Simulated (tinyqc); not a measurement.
Chemical shift by three methods: effective-mass impurity with a central-cell term, in a basis of Slater functions. Computed by tinyqc, a small Python program. Command: `OMP_NUM_THREADS=1 python tinyqc.py 3024395 3024396 out.jsonl centralcell walk`. One thread of a shared host (Intel(R) Xeon(R) Processor @ 2.30GHz), about 0.01 s of CPU time with the checks.

The envelope obeys H = -nabla^2 - (2/r) [Z + A exp(-kappa r)] in effective units, with kappa = a*/lambda; positive A deepens the well near the core.

Inputs (values chosen for the exercise, with mass and screening modelled on GaSb):
```
quantity                    value      unit
effective mass m           0.0403       m_0
dielectric constant eps      16.1         -
charge Z of the core            1         -
central-cell strength A        30         -
central-cell range lambda     1.7  angstrom
```

Impurity: donor, one isotropic band.

Constants: Ry = 13.605693123 eV; a_0 = 0.529177210903 angstrom.

Method:
- Units: Ry* = Ry m/eps^2 and a* = a_0 eps/m, with m in m_0.
- kappa = a*/lambda; the hydrogenic ground state is bound by Z^2 Ry*.
- For s functions exp(-zeta r), with s = zeta_i + zeta_j: S = 2/s^3, T = zeta_i zeta_j S, V = -2 Z/s^2, W = -2 A/(s + kappa)^2; each function is normalised by dividing by sqrt(S_ii S_jj).
- Large basis: zeta_i = 0.06 x 1.6^(i-1), i = 1..22, same formulas; for p functions r exp(-zeta r): S = 24/s^5, T = zeta_i zeta_j S (centrifugal term included), V = -12 Z/s^4, W = -12 A/(s + kappa)^4; overlap eigenvalues below 1e-11 are dropped.
- First order: shift = 8 A Z^3/(2 Z + kappa)^2 Ry*. One exponent: minimise zeta^2 - 2 Z zeta - 8 A zeta^3/(2 zeta + kappa)^2 by golden section on 0.2 to 6 Z. All shifts are the binding beyond Z^2 Ry*.

kappa = 124.358 1/a*

Ry* = 2.11531 meV

hydrogenic binding energy = 2.11531 meV

Shift of the 1s binding energy (meV):
```
A      first order  one exponent  large basis
-30.0    -0.031797     -0.030788    -0.025070
-15.0    -0.015898     -0.015641    -0.013994
3.0       0.003180      0.003190     0.003270
7.5       0.007949      0.008016     0.008544
15.0      0.015898      0.016167     0.018497
30.0      0.031797      0.032898     0.044533
37.5      0.039746      0.041487     0.062187
```

The three columns are ordered, first order <= one exponent <= large basis, since each is a variational bound with more freedom. At the largest attractive A first order gives 64 % and one exponent 67 % of the shift; at the most repulsive A the true shift is -0.025 meV against -0.032. Attraction pulls the envelope in and feeds itself, repulsion pushes it out and saturates.

Extremes, crossings and ranges named in words are read from the listed rows.
